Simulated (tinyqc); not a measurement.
Trap in a gate oxide as a short-range spherical well: sweeps and comparisons. A value that a table varies takes the place of the one given here.

A spherical well of radius R and depth V0 below the conduction edge, one mass m, c = hbar^2/2m0. The s level at binding Et solves k cot(k R) = -kappa with k = sqrt(m (V0 - Et)/c), kappa = sqrt(m Et/c); it exists for V0 > Vc = c (pi/2R)^2/m. Outside, psi falls as exp(-kappa r)/r.

Lucovsky model (delta well, plane-wave final states, no local-field factor): sigma = (32 pi alpha c/(3 n_r m Et)) (x - 1)^(3/2)/x^3, x = h nu/Et, c = hbar^2/2m0; 1 angstrom^2 = 1e-16 cm^2.

Energies from the conduction edge of the channel. The trap level at depth x is E_T = dEc - Et - e Fox x (1 MV/cm = 0.01 eV/angstrom). An electron at the channel edge tunnels with the WKB exponent S = (4/3) sqrt(m/c) [dEc^(3/2) - (dEc - e Fox x)^(3/2)]/(e Fox), c = hbar^2/2m0; tau = t0 exp(S); the occupation is f = 1/(1 + exp((E_T - EF)/kB T)), tau_c = tau/f and tau_e = tau/(1 - f). Lattice relaxation is left out; a level below the channel edge needs phonons as well, so tau is then a lower bound, while a level above it can also empty elastically at its own energy, through a thinner barrier, faster than this tau.

Constants: hbar^2/2m0 = 3.80998211 eV angstrom^2; fine-structure constant alpha = 0.007297352564; kB = 8.617333262e-05 eV/K.

Values chosen for the exercise (near those of SiO2 on 4H SiC; the results hold for these values, not for the real material): R = 2.5 angstrom (radius of the well); m = 0.459 m0 (mass); fV = (1.05, 1.08, 1.25, 1.55, 2.45, 3.79, 5.81) (V0/Vc); n_r = 1.46 (refractive index); xs = (1.11, 1.19, 1.43, 1.74, 2.32, 3.18, 3.75, 7.58) (photon energies h nu/Et); dEc = 2.73 eV (conduction offset to the channel); Fox = 2.9 MV/cm (oxide field, lowering levels away from the channel); t0 = 5.6 x 1e-11 s (time constant at the interface); T = 400 K (temperature); EF = -0.13 eV (Fermi level above the channel edge); ds = (3, 6, 9, 12, 15, 18) angstrom (depths); V0 = 8.06 eV (depth of the well); x = 6 angstrom (depth of the trap).

## From threshold to a deep level

Et against the depth at fixed R; near threshold Et = (pi^2/16)(V0 - Vc)^2/Vc.

Results:

| V0/Vc | V0 (eV) | Et (eV) | threshold form (eV) | 1/kappa (angstrom) | share outside |
|---|---|---|---|---|---|
| 1.05 | 3.441 | 0.004875 | 0.005053 | 41.3 | 0.942 |
| 1.08 | 3.539 | 0.01222 | 0.01294 | 26.1 | 0.909 |
| 1.25 | 4.096 | 0.1070 | 0.1263 | 8.8 | 0.759 |
| 1.55 | 5.079 | 0.4390 | 0.6115 | 4.3 | 0.580 |
| 2.45 | 8.029 | 2.116 | 4.250 | 2.0 | 0.326 |
| 3.79 | 12.420 | 5.434 | 15.73 | 1.2 | 0.186 |
| 5.81 | 19.039 | 11.13 | 46.77 | 0.9 | 0.107 |

The threshold form holds to 10 % up to V0/Vc = 1.08 of those listed. There the state is mostly outside the well (94 % in the first row) and knows only Et, which is why a delta-well model works; more than half is inside from V0/Vc = 2.45 on. A second s level would need V0/Vc > 9. From V0/Vc = 5.81 on Et exceeds the gap of the host, about 9 eV, so those rows only show the model.

## Neutral against charged centre

Et = 2.13735 eV

Lucovsky cross-section, its shape relative to the peak, and the shape of a hydrogen-like centre relative to threshold: x^-4 exp(4 - 4 atan(e)/e)/(1 - exp(-2 pi/e)), e = sqrt(x - 1).

Results:

| x | h nu (eV) | sigma (1e-18 cm^2) | relative to peak | hydrogen-like |
|---|---|---|---|---|
| 1.11 | 2.372 | 1.74 | 0.213 | 0.756 |
| 1.19 | 2.543 | 3.20 | 0.393 | 0.626 |
| 1.43 | 3.056 | 6.27 | 0.771 | 0.379 |
| 1.74 | 3.719 | 7.86 | 0.967 | 0.219 |
| 2.32 | 4.959 | 7.90 | 0.972 | 0.097 |
| 3.18 | 6.797 | 6.51 | 0.801 | 0.039 |
| 3.75 | 8.015 | 5.63 | 0.692 | 0.024 |
| 7.58 | 16.201 | 2.52 | 0.310 | 0.003 |

The short-range centre starts from zero, reaches half its peak at x = 1.24 and peaks at x = 2; in the last row it still has 31 % of the peak. The Coulomb centre is largest at threshold and is down to 0.3 % there. Reading the peak as the threshold would misplace the level by a factor 2, here 2.14 eV. Rows above the gap, about 9 eV, are hidden by band-to-band absorption.

## Depth of the trap

Each depth has its own level and time; the corner frequency is 1/(2 pi tau).

Results:

| x (angstrom) | E_T (eV) | S | tau (s) | corner (Hz) | f |
|---|---|---|---|---|---|
| 3 | 0.506 | 3.41 | 1.7e-09 | 9.4e+07 | 0.000 |
| 6 | 0.419 | 6.77 | 4.9e-08 | 3.3e+06 | 0.000 |
| 9 | 0.332 | 10.07 | 1.3e-06 | 1.2e+05 | 0.000 |
| 12 | 0.245 | 13.32 | 3.4e-05 | 4.7e+03 | 0.000 |
| 15 | 0.158 | 16.50 | 0.00082 | 1.9e+02 | 0.000 |
| 18 | 0.071 | 19.62 | 0.019 | 8.5 | 0.003 |

tau spans 7.0 decades, one decade for each 2.06 angstrom at the start and 2.21 at the end, where the field has thinned the barrier. Traps spread evenly in depth are thus spread nearly evenly in ln tau; if levels near EF exist at every depth, this sums to 1/f noise and to charging that grows as ln t. With the single Et of this table only depths where f is neither 0 nor 1 contribute. The level stays above EF at all these depths.

## What each parameter does

Et from the well, then the level and the time. Each row changes one parameter from the base and keeps the others.

Results:

| case | Et (eV) | E_T (eV) | log10 tau (s) | ln(tau_c/tau_e) |
|---|---|---|---|---|
| base | 2.137 | 0.419 | -7.31 | 15.9 |
| x = 8 angstrom | 2.137 | 0.361 | -6.35 | 14.2 |
| Fox = 3.9 MV/cm | 2.137 | 0.359 | -7.33 | 14.2 |
| dEc = 2.51 eV | 2.137 | 0.199 | -7.44 | 9.5 |
| m = 0.505 m0 | 2.453 | 0.103 | -7.17 | 6.8 |
| V0 = 8.46 eV | 2.412 | 0.144 | -7.31 | 8.0 |
| T = 450 K | 2.137 | 0.419 | -7.31 | 14.1 |
| EF = -0.08 eV | 2.137 | 0.419 | -7.31 | 14.5 |

The largest shifts from the base row, up to three for each result and ties (the steps differ in size, so this ranks the rows, not the parameters). Et (eV): m +0.316, V0 +0.274; unchanged at the printed digits by x, Fox, dEc, T and EF. E_T (eV): m -0.316, V0 -0.274, dEc -0.220; unchanged at the printed digits by T and EF. log10 tau (s): x +0.96, m +0.14, dEc -0.13; unchanged at the printed digits by V0, T and EF. ln(tau_c/tau_e): m -9.2, V0 -8.0, dEc -6.4.

(tinyqc, `OMP_NUM_THREADS=1 python tinyqc.py 1250546 1250547 out.jsonl`, Intel(R) Xeon(R) Processor @ 2.30GHz, 1 thread, shared host, about 0.01 s.)
